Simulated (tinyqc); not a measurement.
# Changing the NH4F added

Model: speciation in dilute and buffered hydrofluoric acid, oxide etch rate and bath loading. Computed by tinyqc, a small Python program. Command: `OMP_NUM_THREADS=1 python tinyqc.py 3120131 3120132 out.jsonl hfetch sweep`. One thread of a shared host (Intel(R) Xeon(R) Processor @ 2.30GHz), about 0.01 s of CPU time with the checks.

Concentrations stand for activities, NH4+ and Cl- are spectators, and water ionisation is neglected. H, F and HF2 denote the ions H+, F- and HF2-. The base temperature is 298 K.

Inputs (values chosen for the exercise, of the order of those for thermal oxide at room temperature): HF added = 0.61 mol/L; HCl added = 0 mol/L; K1 = [H][F]/[HF] = 0.000647 mol/L; K2 = [HF2]/([HF][F]) = 3.88 L/mol; K3 = [H2F2]/[HF]^2 = 0 L/mol; rate constant of neutral HF k_a = 9.4 nm L/(min mol); rate constant of HF2 k_b = 51 nm L/(min mol); activation energy = 0.39 eV; temperature error = 2.5 K; oxide removed per wafer = 37 nm.

Constants: k_B = 8.617333262e-05 eV/K.

Method:
- Fluoride balance: [HF] + [F] + 2 [HF2] + 2 [H2F2] = HF added + NH4F added. Acid balance: [H] + [HF] + [HF2] + 2 [H2F2] = HF added + HCl added. For a trial [H], [HF] = [H][F]/K1, and the fluoride balance is a quadratic in [F].
- The root is refined to 1e-13 in pH = -log10 [H].
- Rate = k_a ([HF] + 2 [H2F2]) + k_b [HF2], an empirical two-term form.
- Time = oxide/rate; a temperature error changes the rate by exp((E_a/k_B)(1/298 - 1/(298 + error))) - 1.

One run for each value:
```
NH4F added (mol/L)  etch rate (nm/min)      pH  [HF2] (mol/L)  [HF] (mol/L)
0.02                             6.778  1.6009        0.03076       0.55418
0.041                            7.250  1.7279        0.04067       0.55061
0.085                            8.325  1.9565        0.06479       0.53415
0.17                            10.462  2.2801        0.11484       0.48992
0.35                            14.576  2.7349        0.21296       0.39520
1.5                             25.963  4.1029        0.48629       0.12363
3                               28.692  4.8137        0.55188       0.05810
6.1                             29.977  5.4959        0.58277       0.02722
```

Give the missing row, NH4F added (mol/L) = 0.72.

Computed row:
```
NH4F added (mol/L)  etch rate (nm/min)      pH  [HF2] (mol/L)  [HF] (mol/L)
0.72                            20.570  3.3471        0.35675       0.25280
```

Interpolating between the two neighbouring rows (the first column on a logarithmic scale, the others too where they are positive) misses most in [HF] (mol/L), by 12 %. Over the rows, etch rate (nm/min) rises from 6.78 to 30.0 (exponent d ln y / d ln x 0.094 between the first rows and 0.062 between the last); pH rises from 1.60 to 5.50; [HF2] (mol/L) rises from 0.0308 to 0.583 (exponent d ln y / d ln x 0.39 between the first rows and 0.077 between the last).

Caution (rows 0.350, 0.720, 1.50, 3.00, 6.10): at ionic strengths above about 0.5 mol/L activities differ much from concentrations, so pH and rates are only indicative.
